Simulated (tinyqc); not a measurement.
MESFET, gradual channel with velocity saturation: effect of the low-field mobility at this doping on saturation.

A uniformly doped n-type channel, depleted from the top by a Schottky gate; at channel potential V the depleted share of a is u = sqrt((Vbi - Vg + V)/Vp), s at the source. Electrons drift with v = mu E/(1 + mu E/vsat). Abrupt depletion edge, no series resistance, source at 0.

Vbi = phiB - Vt ln(Nc/Nd); Vp = q Nd a^2/(2 eps0 eps_r); G0 = q mu Nd a W/L; Z = mu Vp/(vsat L); s = sqrt((Vbi - Vg)/Vp). I = (G0 Vp/3) F/(1 + Z (u^2 - s^2)), F = 3 (u^2 - s^2) - 2 (u^3 - s^3), with u at V = Vd; Z = 0 gives constant mobility, for which u stops at 1. The current peaks at u = um, the root of (1 - u)(1 + Z (u^2 - s^2)) = Z F/3; beyond Vdsat = Vp (um^2 - s^2) it is held at that value. gm = G0 (um - s)/(1 + Z (um^2 - s^2)).

Values chosen for this exercise; material values close to those of gallium arsenide: temperature T = 300 K; relative permittivity of the semiconductor eps_r = 13; conduction-band density of states at T Nc = 4.44e17 cm^-3; donor density of the channel Nd = 2.8e17 cm^-3; channel thickness a = 89 nm; saturation velocity vsat = 1e7 cm/s; gate length L = 0.5 um; gate width W = 200 um; Schottky barrier phiB = 0.81 V; gate voltage Vg = 0 V.

Constants: q = 1.602176634e-19 C, kB = 1.380649e-23 J/K, Vt = kB T/q, eps0 = 8.8541878128e-14 F/cm where lengths are in cm. Results are converted to the units shown.

Result of one run:
```
mu (cm^2/(V s))       Z       um  Vdsat (V)  Isat (mA)  Isat for Z = 0 (mA)  gm (mS)
720              2.2227  0.92542    0.52384     5.9553               11.386   13.526
```

What becomes of these results when the low-field mobility at this doping mu is changed from 720 to 2000 cm^2/(V s), all else the same?

Result of the changed run:
```
mu (cm^2/(V s))       Z       um  Vdsat (V)  Isat (mA)  Isat for Z = 0 (mA)  gm (mS)
2000             6.1743  0.87861    0.39349     9.6932               31.627   19.800
```

The whole series:
```
mu (cm^2/(V s))       Z       um  Vdsat (V)  Isat (mA)  Isat for Z = 0 (mA)  gm (mS)
720              2.2227  0.92542    0.52384     5.9553               11.386   13.526
1200             3.7046  0.90261    0.45947     7.7768               18.976   16.730
2000             6.1743  0.87861    0.39349     9.6932               31.627   19.800
3200             9.8788  0.85674    0.33490     11.440               50.603   22.385
5300             16.362  0.83458    0.27704     13.209               83.811   24.839
8700             26.858  0.81486    0.22684     14.784               137.58   26.908
14000            43.220  0.79820    0.18535     16.115               221.39   28.588
```

As mu goes from 720 to 14000 cm^2/(V s), Vdsat falls from 0.524 to 0.185 V, Isat rises from 5.96 to 16.1 mA and gm rises from 13.5 to 28.6 mS. Isat is 0.523 of the constant-mobility value in the first row and 0.0728 in the last. In every row Nd is not small against Nc, so the Boltzmann form of Vbi is rough.

Computed by the program tinyqc: `OMP_NUM_THREADS=1 python tinyqc.py 2500056 2500057 out.jsonl`, one thread of a shared Intel Xeon 2.30GHz, about 0.05 s for the whole run.
